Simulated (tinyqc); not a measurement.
Worked calculation: plane-wave Kohn-Sham cycle with exchange-only LDA in a layered model solid. Computed by tinyqc, a small Python program that keeps every step. Settings: points = 16, plane-wave index or count = 2, electrons = 2, k points = 3, area = 24.0, mixing = 0.8, iteration cap = 55. Command: `OMP_NUM_THREADS=1 python tinyqc.py 29716 29717 out.jsonl` (the two numbers bound the seeds that draw the settings). One thread of a shared host (Intel(R) Xeon(R) Processor @ 2.60GHz), about 0.01 s of CPU time with the checks. Later iterations appear only in the table of the cycle.

## Iteration 1: potential

A solid whose potential varies along x alone (atomic units):
```
parameter                      value
period a                    9.300000
cross-section of the cell  24.000000
electrons per cell                 2
grid points                       16
plane waves -n..n, n               2
k points                           3
V1 in V1 cos(2 pi x/a)     -0.250000
```

density at the start, on the grid x_j = j a/N (e/bohr^3): 0.00896057  0.00896057  0.00896057  0.00896057  0.00896057  0.00896057  0.00896057  0.00896057  0.00896057  0.00896057  0.00896057  0.00896057  0.00896057  0.00896057  0.00896057  0.00896057

V_H(G) = 4 pi rho(G)/G^2 for G != 0 (uniform background); v_x = -(3 rho/pi)^(1/3); V = V_ext + V_H + v_x; Fourier components f(G_m) = (1/N) sum_j f(x_j) exp(-i G_m x_j).

Potentials on the grid (hartree):
```
x             V_ext       V_H        v_x          V
0.000000  -0.250000  0.000000  -0.204536  -0.454536
0.581250  -0.230970  0.000000  -0.204536  -0.435506
1.162500  -0.176777  0.000000  -0.204536  -0.381312
1.743750  -0.095671  0.000000  -0.204536  -0.300207
2.325000          0  0.000000  -0.204536  -0.204536
2.906250   0.095671  0.000000  -0.204536  -0.108865
3.487500   0.176777  0.000000  -0.204536  -0.027759
4.068750   0.230970  0.000000  -0.204536   0.026434
4.650000   0.250000  0.000000  -0.204536   0.045464
5.231250   0.230970  0.000000  -0.204536   0.026434
5.812500   0.176777  0.000000  -0.204536  -0.027759
6.393750   0.095671  0.000000  -0.204536  -0.108865
6.975000          0  0.000000  -0.204536  -0.204536
7.556250  -0.095671  0.000000  -0.204536  -0.300207
8.137500  -0.176777  0.000000  -0.204536  -0.381312
8.718750  -0.230970  0.000000  -0.204536  -0.435506
```

V(G_m), m = 0, 1, 2, ... (hartree): -0.204536  -0.125000  0.000000  0.000000  0.000000

## Iteration 1: Hamiltonian at one k

k = 0.000000 2 pi / a

H(m,m') = (k + G_m)^2/2 delta + V(G_m - G_m'), with V(-G) = V(G).

H (hartree):
```
           -2         -1         +0         +1         +2
-2   0.708366  -0.125000   0.000000   0.000000   0.000000
-1  -0.125000   0.023690  -0.125000   0.000000   0.000000
+0   0.000000  -0.125000  -0.204536  -0.125000   0.000000
+1   0.000000   0.000000  -0.125000   0.023690  -0.125000
+2   0.000000   0.000000   0.000000  -0.125000   0.708366
```

## Iteration 1: levels at that k

Diagonalise the Hermitian matrix.

eigenvalues (hartree): -0.304463  0.001582  0.100451  0.730473  0.731532

## Iteration 1: new density

Motion across x is left out: the lowest 1 band(s) hold two electrons at each of the k points (j + 1/2)/nk - 1/2. Residual R = rho(out) - rho(in); rho(new) = rho(in) + 0.8 R. rho(out) = 2/(a A nk) sum |psi|^2 with psi = sum c exp(i G x). Harris energy E = band energy - dV sum rho (V_H/2 + v_x) + (3/4) dV sum rho v_x with rho(in), dV = a A/N, band energy = (2/nk) sum of the filled levels.

rho(out) (e/bohr^3): 0.02492739  0.02260219  0.01686328  0.01039535  0.00536224  0.00239050  0.00099212  0.00045426  0.00032192  0.00045426  0.00099212  0.00239050  0.00536224  0.01039535  0.01686328  0.02260219

density after iteration 1 (e/bohr^3): 0.02173402  0.01987386  0.01528274  0.01010839  0.00608191  0.00370451  0.00258581  0.00215552  0.00204965  0.00215552  0.00258581  0.00370451  0.00608191  0.01010839  0.01528274  0.01987386

energy per cell = -0.50082483 hartree

## Iteration 2: potential

As before.

Potentials on the grid (hartree):
```
x             V_ext        V_H        v_x          V
0.000000  -0.250000   0.280428  -0.274813  -0.244385
0.581250  -0.230970   0.253990  -0.266738  -0.243718
1.162500  -0.176777   0.182208  -0.244375  -0.238944
1.743750  -0.095671   0.083782  -0.212921  -0.224810
2.325000          0  -0.019949  -0.179751  -0.199699
2.906250   0.095671  -0.112057  -0.152370  -0.168757
3.487500   0.176777  -0.182299  -0.135162  -0.140684
4.068750   0.230970  -0.225715  -0.127206  -0.121951
4.650000   0.250000  -0.240349  -0.125088  -0.115438
5.231250   0.230970  -0.225715  -0.127206  -0.121951
5.812500   0.176777  -0.182299  -0.135162  -0.140684
6.393750   0.095671  -0.112057  -0.152370  -0.168757
6.975000          0  -0.019949  -0.179751  -0.199699
7.556250  -0.095671   0.083782  -0.212921  -0.224810
8.137500  -0.176777   0.182208  -0.244375  -0.238944
8.718750  -0.230970   0.253990  -0.266738  -0.243718
```

V(G_m), m = 0, 1, 2, ... (hartree): -0.189809  -0.033488  0.004939  0.001274  0.000002

## Iteration 2: Hamiltonian at one k

k = 0.000000 2 pi / a

As before.

H (hartree):
```
           -2         -1         +0         +1         +2
-2   0.723092  -0.033488   0.004939   0.001274   0.000002
-1  -0.033488   0.038416  -0.033488   0.004939   0.001274
+0   0.004939  -0.033488  -0.189809  -0.033488   0.004939
+1   0.001274   0.004939  -0.033488   0.038416  -0.033488
+2   0.000002   0.001274   0.004939  -0.033488   0.723092
```

## Iteration 2: levels at that k

As before.

eigenvalues (hartree): -0.199062  0.031729  0.050992  0.724711  0.724838

## Iteration 2: new density

As before.

rho(out) (e/bohr^3): 0.01578705  0.01515691  0.01342693  0.01101678  0.00845030  0.00618312  0.00449475  0.00348548  0.00315355  0.00348548  0.00449475  0.00618312  0.00845030  0.01101678  0.01342693  0.01515691

density after iteration 2 (e/bohr^3): 0.01697645  0.01610030  0.01379809  0.01083510  0.00797663  0.00568740  0.00411296  0.00321949  0.00293277  0.00321949  0.00411296  0.00568740  0.00797663  0.01083510  0.01379809  0.01610030

energy per cell = -0.39553812 hartree

## Convergence

Stop when sqrt(dV sum R^2) is below 1e-8, dV = a A/N.

Course of the cycle:
```
iteration  E (hartree)  norm of the residual
1          -0.50082483              1.30e-01
2          -0.39553812              4.16e-02
3          -0.39229399              1.96e-02
4          -0.39077370              9.74e-03
5          -0.39050048              4.60e-03
6          -0.39042702              2.25e-03
7          -0.39041095              1.08e-03
8          -0.39040709              5.22e-04
9          -0.39040620              2.51e-04
10         -0.39040600              1.21e-04
11         -0.39040595              5.85e-05
12         -0.39040594              2.82e-05
13         -0.39040593              1.36e-05
14         -0.39040593              6.57e-06
15         -0.39040593              3.17e-06
16         -0.39040593              1.53e-06
17         -0.39040593              7.38e-07
18         -0.39040593              3.56e-07
19         -0.39040593              1.72e-07
20         -0.39040593              8.28e-08
21         -0.39040593              4.00e-08
22         -0.39040593              1.93e-08
23         -0.39040593              9.30e-09
```

Converged in 23 iterations. Before convergence this energy mixes input and output and is not variational, so it may rise towards its limit.
